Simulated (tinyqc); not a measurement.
Electron mobility in a silicon inversion layer, empirical terms and Matthiessen rule: effect of the body doping.

Inversion layer of sheet density Ns on a uniformly doped body. The mobility terms are empirical power laws with prefactors chosen for the exercise; adding their inverses (Matthiessen) is itself an approximation.

ni = sqrt(Nc Nv) exp(-Eg/(2 Vt)), Eg in volts; Ndep = sqrt(2 eps0 eps_r Nb (2 Vt ln(Nb/ni) + Vsb)/q); E = q (Ndep + eta Ns)/(eps0 eps_r), in MV/cm. With t = T/(300 K): muC = Ac (Ns/1e12 cm^-2) t/(Nb/1e17 cm^-3 + Nit/1e11 cm^-2), muP = Ap E^(-1/3) t^(-1.75), muS = As E^(-gs); 1/mu is the sum of the inverses.

Values chosen for this exercise; material values close to those of silicon:
- T = 300 K (temperature)
- Eg = 1.13 eV (band gap)
- eps_r = 11.7 (relative permittivity of the semiconductor)
- Nc = 2.85e19 cm^-3 (conduction-band density of states at T)
- Nv = 2.69e19 cm^-3 (valence-band density of states at T)
- Vsb = 0.3 V (reverse body bias)
- eta = 0.5 (weight of the inversion charge in the effective field)
- Ap = 425 cm^2/(V s) (phonon-limited mobility at 1 MV/cm and 300 K)
- As = 754 cm^2/(V s) (roughness-limited mobility at 1 MV/cm)
- gs = 2 (exponent of the roughness term)
- Ac = 3200 cm^2/(V s) (Coulomb prefactor)
- Nit = 1.9e10 cm^-2 (charge at the interface)
- Ns = 8.9e12 cm^-2 (inversion density)

Constants: q = 1.602176634e-19 C, kB = 1.380649e-23 J/K, Vt = kB T/q, eps0 = 8.8541878128e-14 F/cm where lengths are in cm. Results are converted to the units shown.

Results:

| Nb (cm^-3) | E (MV/cm) | muC (cm^2/(V s)) | muP (cm^2/(V s)) | muS (cm^2/(V s)) | mu (cm^2/(V s)) |
|---|---|---|---|---|---|
| 2e16 | 0.7691 | 7.303e4 | 463.9 | 1275 | 338.5 |
| 9.7e16 | 0.8730 | 2.455e4 | 444.7 | 989.4 | 303.0 |
| 2.1e17 | 0.9648 | 1.244e4 | 430.1 | 810.0 | 274.7 |
| 4.7e17 | 1.109 | 5824 | 410.6 | 612.8 | 235.9 |
| 1e18 | 1.312 | 2795 | 388.2 | 438.0 | 191.7 |
| 2.3e18 | 1.650 | 1228 | 359.6 | 276.8 | 138.7 |
| 5e18 | 2.129 | 567.4 | 330.4 | 166.4 | 92.61 |

Estimate the missing row, Nb = 4.4e16 cm^-3.

Computed row:

| Nb (cm^-3) | E (MV/cm) | muC (cm^2/(V s)) | muP (cm^2/(V s)) | muS (cm^2/(V s)) | mu (cm^2/(V s)) |
|---|---|---|---|---|---|
| 4.4e16 | 0.8104 | 4.521e4 | 455.8 | 1148 | 324.0 |

With this row back in the table: As Nb goes from 2e16 to 5e18 cm^-3, E rises from 0.769 to 2.13 MV/cm and mu falls from 339 to 92.6 cm^2/(V s). The smallest term is the phonon one in the first row and the roughness one in the last. For Nb = 2.3e18 to 5e18 cm^-3 E passes 1.5 MV/cm, beyond the usual range of such laws.

Numbers from tinyqc (`OMP_NUM_THREADS=1 python tinyqc.py 2510117 2510118 out.jsonl`; about 0.01 s on one thread of a shared Intel Xeon 2.30GHz).
